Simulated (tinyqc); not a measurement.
Approach to the steady line: permeation of metal atoms or ions through a thin barrier or dielectric: time lag, field-aided drift and lifetime. Computed by tinyqc, a small Python program. Command: `OMP_NUM_THREADS=1 python tinyqc.py 3029353 3029354 out.jsonl barrier walk`. One thread of a shared host (Intel(R) Xeon(R) Processor @ 2.30GHz), about 0.02 s of CPU time with the checks.

The film 0 < x < d is empty at first; C = C0 at x = 0 and C = 0 at x = d. dC/dt = D d2C/dx2 - v dC/dx with drift v = D z e V/(k_B T d) (uniform field, no space charge).

Inputs (values chosen for the exercise, for a model case: singly charged ions through a dielectric):
```
quantity                                  value    unit
thickness d                                  25      nm
prefactor D0                             0.0044  cm^2/s
activation energy E                        1.29      eV
concentration at the source side C0       1e+15  1/cm^3
charge number z                               1       -
voltage V (positive drives ions across)    0.16       V
test temperature T                          175       C
```

Constants: k_B = 8.617333262e-05 eV/K.

Method:
- D = D0 exp(-E/(k_B T)); time scale d^2/D; Peclet number P = z V/(k_B T), k_B T in eV; 1 nm = 1e-7 cm.
- Temperatures in kelvin are T(C) + 273.15.
- Steady flux J = (D C0/d) P/(1 - exp(-P)); time lag in units of d^2/D: s_L = [P (1 + exp(-P))/(1 - exp(-P)) - 2]/P^2 (P = 0: J = D C0/d, s_L = 1/6).
- Dose through the film Q(s) = C0 d {f (s - s_L) - 2 exp(P/2) sum_(n=1..200) (-1)^n n^2 pi^2 exp(-l_n s)/l_n^2}, l_n = n^2 pi^2 + P^2/4, f = P/(1 - exp(-P)) the relative flux.
- Short-time form for P = 0: Q/(C0 d) = 4 sqrt(s) ierfc(1/(2 sqrt(s))), ierfc(y) = exp(-y^2)/sqrt(pi) - y erfc(y).

Peclet number P = 4.14308

flux relative to D C0/d = 4.20991

time lag s_L = 0.132637

Q/(C0 d):
```
s         series  steady line f (s - s_L)  series without field  short-time form, no field
0.03  3.4559e-05                  -0.4321            4.8419e-06                 4.8419e-06
0.05  1.8210e-03                  -0.3479            2.6934e-04                 2.6934e-04
0.08  2.0290e-02                  -0.2216            3.2066e-03                 3.2066e-03
0.12  8.7914e-02                  -0.0532            1.4887e-02                 1.4887e-02
0.20  3.2954e-01                   0.2836            6.1464e-02                 6.1463e-02
0.30  7.1575e-01                   0.7046            1.4382e-01                 1.4379e-01
0.50  1.5472e+00                   1.5466            3.3479e-01                 3.3326e-01
0.80  2.8095e+00                   2.8095            6.3341e-01                 6.1838e-01
1.20  4.4935e+00                   4.4935            1.0333e+00                 9.7002e-01
```

What follows from these numbers?

The dose lies above the steady line at all times and, among these rows, is within 1 % of it from s = 0.5 on (the lag is s_L = 0.133); for a known P the intercept of that line gives D and its slope D C0. The field changes the dose by a factor 7.14 in the first row and 4.35 in the last; at short times the factor tends to exp(P/2) = 7.94.
